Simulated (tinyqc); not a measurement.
# Millisecond and nanosecond annealing: surface heating, thermal budget and solid-phase regrowth, step by step

A worked calculation. Computed by tinyqc, a small Python program that keeps every step. Command: `OMP_NUM_THREADS=1 python tinyqc.py 3014710 3014711 out.jsonl flash walk`. One thread of a shared host (Intel(R) Xeon(R) Processor @ 2.30GHz), about 0.01 s of CPU time with the checks. Intermediate numbers are printed to about 5 digits and carried at full precision; extremes and crossings named in words are read from the listed rows.

A square pulse heats the surface of a thick wafer with constant thermal properties; losses by radiation are neglected and silicon melts at 1414 C.

Inputs (values chosen for the exercise, modelled on hot silicon with phosphorus):

| quantity | value | unit |
|---|---|---|
| incident fluence | 9.41 | J/cm^2 |
| pulse length t_p | 0.00081 | s |
| reflectance R | 0.3 | - |
| thermal conductivity k | 0.31 | W/(cm K) |
| heat capacity per volume c | 2.18 | J/(cm^3 K) |
| preheat temperature T0 | 800 | C |
| wafer thickness d | 775 | um |
| dopant prefactor D0 | 4.63 | cm^2/s |
| dopant activation energy E | 3.67 | eV |
| regrowth prefactor v0 | 4.8e+08 | cm/s |
| regrowth energy E_v | 2.72 | eV |
| amorphous layer | 45 | nm |

Source: flash lamp.

Constants: k_B = 8.617333262e-05 eV/K.

## Peak temperature

Absorbed flux q = (1 - R) fluence/t_p; kappa = k/c. With f(z, t) = (2 q/k) sqrt(kappa t) ierfc(z/(2 sqrt(kappa t))), ierfc(x) = exp(-x^2)/sqrt(pi) - x erfc(x): T = T0 + f(z, t) during the pulse and T0 + f(z, t) - f(z, t - t_p) after it. At the surface the rise at the end of the pulse is 2 q sqrt(t_p/(pi k c)); the fluence that just melts the surface scales with (1414 - T0).

absorbed flux q = 8132.1 W/cm^2

kappa = 0.14220 cm^2/s

thermal length sqrt(kappa t_p) = 107.32 um

peak temperature = 1117.7 C

fluence at the melting threshold = 18.187 J/cm^2

The heated layer is 14 % of the wafer thickness, so the cold bulk quenches the surface.

## Temperature in depth and time

The formulas are those given above.

Temperature (C):

| t/t_p | surface | z = 0.5 thermal lengths | z = 1 | z = 2 |
|---|---|---|---|---|
| 0.10 | 900.5 | 816.67 | 801.11 | 800.00 |
| 0.25 | 958.8 | 856.21 | 814.15 | 800.28 |
| 0.50 | 1024.6 | 911.37 | 846.91 | 804.78 |
| 0.75 | 1075.1 | 956.96 | 880.51 | 814.82 |
| 1.00 | 1117.7 | 996.56 | 912.41 | 828.30 |
| 1.10 | 1032.7 | 994.50 | 923.52 | 834.27 |
| 1.50 | 964.4 | 953.04 | 923.73 | 855.22 |
| 2.00 | 931.6 | 925.90 | 910.34 | 865.53 |
| 4.00 | 885.1 | 883.60 | 879.20 | 863.80 |
| 10.00 | 851.6 | 851.21 | 850.21 | 846.40 |

One tenth of a pulse length after the end the surface has lost 85 C: cooling starts as sqrt(t - t_p), much faster than heating ends.

## Thermal budget

Temperatures in kelvin are T(C) + 273.15. Integrate exp(-E/(k_B T(t))) at the surface from 0 to 10 t_p (Gauss-Legendre, 60 points in sqrt(t) up to t_p and 60 in sqrt(t - t_p) after it). (Dt) = D0 x integral with E; regrowth = v0 x integral with E_v; effective time = integral/exp(-E/(k_B T_peak)).

budget (Dt) = 5.7811e-17 cm^2

diffusion length 2 sqrt(Dt) = 0.15207 nm

effective time over t_p = 0.30652

possible regrowth = 256.21 nm

Only 30.7 % of the pulse counts at the peak; the estimate 2 k_B T_peak^2/(E (T_peak - T0)) gives 28.6 %. The amorphous layer of 45 nm regrows fully. Caution: equilibrium diffusivities are used; implant damage enhances diffusion, and k and c vary with temperature. Caution: at this preheat temperature the layer would already regrow within five seconds or less before the pulse. Caution: a diffusion length below the atomic spacing of 0.235 nm means about one jump per atom or fewer, so the profile does not change measurably.

## Same peak temperature, different pulse lengths

For each t_p the flux is set so that the peak temperature stays the same: q sqrt(t_p) is fixed.

Pulses:

| t_p (s) | fluence (J/cm^2) | q (W/cm^2) | thermal length (um) | 2 sqrt(Dt) (nm) | regrowth (nm) |
|---|---|---|---|---|---|
| 1.00e-07 | 1.0456e-01 | 7.3189e+05 | 1.1925e+00 | 1.6896e-03 | 3.1631e-02 |
| 1.00e-06 | 3.3063e-01 | 2.3144e+05 | 3.7710e+00 | 5.3431e-03 | 3.1631e-01 |
| 1.00e-05 | 1.0456e+00 | 7.3189e+04 | 1.1925e+01 | 1.6896e-02 | 3.1631e+00 |
| 1.00e-04 | 3.3063e+00 | 2.3144e+04 | 3.7710e+01 | 5.3431e-02 | 3.1631e+01 |
| 3.00e-04 | 5.7267e+00 | 1.3362e+04 | 6.5315e+01 | 9.2545e-02 | 9.4893e+01 |
| 1.00e-03 | 1.0456e+01 | 7.3189e+03 | 1.1925e+02 | 1.6896e-01 | 3.1631e+02 |
| 3.00e-03 | 1.8110e+01 | 4.2256e+03 | 2.0654e+02 | 2.9265e-01 | 9.4893e+02 |
| 1.00e-02 | 3.3063e+01 | 2.3144e+03 | 3.7710e+02 | 5.3431e-01 | 3.1631e+03 |

Fluence and diffusion length grow as sqrt(t_p), regrowth as t_p. The layer of 45 nm regrows from t_p = 0.0003 s on among these rows, at a diffusion length of 0.093 nm. Caution: the shortest pulses need a source absorbed within their thermal length, and the longest also heat the back of the wafer, which the thick-wafer formula leaves out. Caution: seconds at the preheat temperature would regrow the layer before any pulse.

Checks made by the program: heat stored at the end of the pulse against the absorbed fluence (relative difference below 1e-10).
